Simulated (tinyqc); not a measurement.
Plane-averaged potentials: correction of a charged-defect supercell by a model charge and potential alignment (plane-averaged potentials). Computed by tinyqc, a small Python program. Command: `OMP_NUM_THREADS=1 python tinyqc.py 3110504 3110505 out.jsonl align walk`. One thread of a shared host (Intel(R) Xeon(R) Processor @ 2.30GHz), about 0.01 s of CPU time with the checks.

The "true" defect charge is (1 - x) q in a Gaussian of width sigma plus x q in one of width sigma_t, so the exact answer is known; the correction sees only a single model Gaussian of width sigma_m. A Gaussian of width s has the transform rho(G) = exp(-G^2 s^2/2), normalised to 1. A uniform background cancels q, so G = 0 is left out. Potentials are those felt by a unit positive charge. E_0 is the formation energy of the isolated defect, E_cell its value in the supercell, E_lat = E_iso - E_per of the model charge, C the true less the model potential far from the defect; the exact correction is E_0 - E_cell, and the error of a scheme is E_cell plus its correction less E_0.

Inputs (values chosen for the exercise, with screening close to that of SiO2):

| quantity | value | unit |
|---|---|---|
| defect charge q | 2 | e |
| dielectric constant eps | 3.89 | - |
| edge of the cubic cell L | 17.8 | angstrom |
| width sigma of the true defect charge | 1.6 | angstrom |
| width sigma_m of the model charge | 1.3 | angstrom |
| share x of the charge in a wide tail | 0 | - |
| width sigma_t of the tail | 2.6 | angstrom |

Constants: e^2/(4 pi eps_0) = 14.39964548 eV angstrom.

Method. Plane-averaged potential at distance z from the defect: V(z) = (4 pi q/(eps L^3)) (e^2/(4 pi eps_0 e)) sum_(m != 0) rho(G_m) cos(G_m z)/G_m^2, G_m = 2 pi m/L, |m| <= 40.

Potentials (V):

| z/L | z (angstrom) | true | model | difference |
|---|---|---|---|---|
| 0.00 | 0.00 | 0.26924 | 0.29721 | -0.027967 |
| 0.05 | 0.89 | 0.24750 | 0.26938 | -0.021881 |
| 0.10 | 1.78 | 0.19002 | 0.19932 | -0.009301 |
| 0.15 | 2.67 | 0.11420 | 0.11349 | 0.000710 |
| 0.20 | 3.56 | 0.03640 | 0.03100 | 0.005395 |
| 0.25 | 4.45 | -0.03371 | -0.04054 | 0.006825 |
| 0.30 | 5.34 | -0.09218 | -0.09931 | 0.007126 |
| 0.35 | 6.23 | -0.13787 | -0.14504 | 0.007171 |
| 0.40 | 7.12 | -0.17053 | -0.17770 | 0.007175 |
| 0.45 | 8.01 | -0.19013 | -0.19730 | 0.007176 |
| 0.50 | 8.90 | -0.19666 | -0.20384 | 0.007176 |

What does the comparison show, and why?

The difference moves by 0.00 mV between z/L = 0.4 and 0.5: a plateau.
